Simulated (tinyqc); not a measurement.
Inside a calculation. Model: biaxially strained (001) channel, valley splitting in an inversion layer.

Numbers from tinyqc (`OMP_NUM_THREADS=1 python tinyqc.py 2530054 2530055 out.jsonl`; about 0.02 s on one thread of a shared Intel Xeon 2.30GHz). Printed values are rounded.

A thin layer grown on a relaxed buffer is stretched in the plane. The two valleys with their long axis along the growth direction (D2) sink against the four in-plane ones (D4); confinement in a triangular well splits them too. Only the lowest subband of each set is kept; one relaxation time, so the weakening of intervalley scattering is left out.

Inputs (values chosen for the exercise); values close to those of silicon on relaxed silicon-germanium: temperature T = 273 K; germanium share of the relaxed buffer x = 0.29; lattice mismatch per unit x b1 = 0.0418; elastic constant c11 = 168 GPa; elastic constant c12 = 65.6 GPa; shear deformation potential Xu = 9.04 eV; longitudinal mass ml = 0.913 m0; transverse mass mt = 0.193 m0; confining field F = 0.31 MV/cm; inversion density Ns = 1.8e12 cm^-2.

Constants: q = 1.602176634e-19 C, kB = 1.380649e-23 J/K, hbar = 1.054571817e-34 J s, m0 = 9.1093837015e-31 kg, Vt = kB T/q, hbar^2/(2 m0) = 0.0380998212 eV nm^2. Results are converted to the units shown.

## Strain, stress and splitting

e_par = b1 x, e_perp = -2 (c12/c11) e_par, splitting D = Xu (e_par - e_perp), in-plane stress (c11 + c12 - 2 c12^2/c11) e_par.

e_par = 1.21220 %
e_perp = -0.946670 %
D = 195.162 meV
stress = 2.21068 GPa

## Subband edges and densities of states

Levels E(m) = 2.33811 (hbar^2 q^2 F^2/(2 m))^(1/3): E2 = E(ml), E4 = E(mt) + D; N2 = 2 mt kB T/(pi hbar^2), N4 = 4 sqrt(mt ml) kB T/(pi hbar^2).

E2 = 0.0800307 eV
E4 = 0.329509 eV
N2 = 3.79332e12 cm^-2
N4 = 1.65009e13 cm^-2

Of the gap E4 - E2 = 249 meV, confinement gives 54.3 meV.

## Iteration 1: Fermi level by Newton steps

EF at the start = 0.08 eV

f = N2 ln(1 + exp((EF - E2)/Vt)) + N4 ln(1 + exp((EF - E4)/Vt)) - Ns, f' = [N2/(1 + exp((E2 - EF)/Vt)) + N4/(1 + exp((E4 - EF)/Vt))]/Vt, EF(new) = EF - f/f'.

f = 8.27264e11 cm^-2
f' = 8.05869e13 cm^-2/eV
EF after iteration 1 = 0.0697345 eV

## Iteration 2: Fermi level by Newton steps

As before.

f = 8.96037e10 cm^-2
f' = 6.32670e13 cm^-2/eV
EF after iteration 2 = 0.0683182 eV

## Course of the iteration: Fermi level by Newton steps

Stop when EF changes by less than 1e-10 eV, or after 40 iterations.

Course of the iteration:
```
iteration    EF (eV)  |change| (eV)
1          0.0697345         0.0103
2          0.0683182        1.42e-3
3          0.0682915        2.68e-5
4          0.0682914        9.48e-9
5          0.0682914       1.18e-15
```

Converged in 5 iterations. At the end the number of correct digits about doubles with each step.

## Share of the light valleys and conductivity mass

EF = 0.0682914 eV

EF solves Ns = N2 ln(1 + exp((EF - E2)/Vt)) + N4 ln(1 + exp((EF - E4)/Vt)); f2 is the share in D2, and 1/mc = f2/mt + (1 - f2)(1/mt + 1/ml)/2.

f2 = 0.999862
mc = 0.193011 m0

Without strain f2 would be 0.667 and mc 0.222 m0, so repopulation alone gains 15 % in mobility.
